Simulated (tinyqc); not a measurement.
Three voltage laws: time-dependent dielectric breakdown: cell percolation, Weibull statistics, area scaling and voltage extrapolation. Computed by tinyqc, a small Python program. Command: `OMP_NUM_THREADS=1 python tinyqc.py 3001343 3001344 out.jsonl tddb walk`. One thread of a shared host (Intel(R) Xeon(R) Processor @ 2.30GHz), about 0.01 s of CPU time with the checks.

The oxide is divided into columns of area a^2, each holding m = t_ox/a cells (m is taken as continuous). A share lambda(t) = (t/t_1)^alpha of the cells is defective, and a column whose cells are all defective breaks down.

Inputs (values chosen for the exercise, for a model gate oxide): oxide thickness t_ox = 1.8 nm; defect cell size a = 1.4 nm; exponent alpha of defect growth = 0.9; time t_1 at which the occupied share would reach 1 = 1.8e+09 s; test area A = 700 um^2; product area A_u = 900000 um^2; stress voltage V = 2.92 V; use voltage V_u = 1.8 V; local exponent n = -d ln t/d ln V at the stress voltage = 40; activation energy E_a = 0.67 eV; stress temperature T = 150 C; use temperature T_u = 85 C; allowed failure fraction F = 0.01.

Voltage law used: E.

Constants: k_B = 8.617333262e-05 eV/K.

Method:
- Failure fraction F = 1 - (1 - lambda^m)^N with N = A/a^2 columns, which for small lambda^m is 1 - exp(-(t/t63)^beta) with beta = alpha m and t63 = t_1 N^(-1/beta); critical share lambda(t63) = N^(-1/m). 1 um^2 = 1e6 nm^2.
- All three voltage laws share the slope n at the stress voltage. Factor t(V_u)/t(V): E law exp(n (1 - V_u/V)); 1/E law exp(n (V/V_u - 1)); power law (V/V_u)^n.
- Temperatures in kelvin are T(C) + 273.15.
- Temperature factor exp[(E_a/k_B)(1/T_u - 1/T)]; area factor (A/A_u)^(1/beta); percentile factor (-ln(1 - F))^(1/beta); life = t63 x all four; 1 year = 3.15576e7 s.
- Life = t63 x voltage, temperature, area and percentile factors, the last three as above.

projected life = 0.0115554 years

voltage factor = 4.60414e+06

Log10 of the life in years:
```
V_u/V  V_u (V)    E law  1/E law  power law
1.00     2.920  -8.6004   -8.600    -8.6004
0.95     2.774  -7.7318   -7.686    -7.7093
0.90     2.628  -6.8632   -6.670    -6.7701
0.80     2.336  -5.1260   -4.257    -4.7240
0.70     2.044  -3.3888   -1.155    -2.4043
0.60     1.752  -1.6517    2.981     0.2736
0.50     1.460   0.0855    8.771     3.4408
0.40     1.168   1.8227   17.457     7.3172
```

At V_u/V = 0.9 the laws differ by 0.19 decades at most, and at 0.5 by 8.7. The E law is the most cautious and the 1/E law the most hopeful. Ten years are reached at V_u/V = 0.447 (E), 0.644 (1/E), 0.575 (power). Caution: t_1 is an input here; in a real oxide it changes with thickness at fixed voltage. Caution: the rows at low voltage extrapolate over many decades and cannot be tested.
